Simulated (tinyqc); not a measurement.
Screening length from the swing.

Inverse problem. In a simple model of a Schottky-barrier transistor a barrier thinner than d = 2.4 nm is transparent, so the effective barrier is pn - psi (1 - exp(-d/lam)) and the swing beyond flat band is Vt ln 10/(1 - exp(-d/lam)). Find the thermionic swing, lam, and the effective barrier at psi = 0.2 V.

Values chosen for this exercise:
```
symbol  value  unit                                 meaning
T         250     K                             temperature
pn       0.32    eV  barrier for electrons at both contacts
```

Constants: q = 1.602176634e-19 C, kB = 1.380649e-23 J/K, Vt = kB T/q. Results are converted to the units shown.

swing in the tunnelling range = 65.590637 mV/decade

Solution. The ratio of the two swings is 1 - exp(-d/lam).

Vt ln 10 = 49.61 mV/decade
lam = 1.700 nm
effective barrier = 0.1687 eV

tinyqc, about 0.08 s, one thread, Intel Xeon 2.30GHz (shared host): `OMP_NUM_THREADS=1 python tinyqc.py 2390062 2390063 out.jsonl`
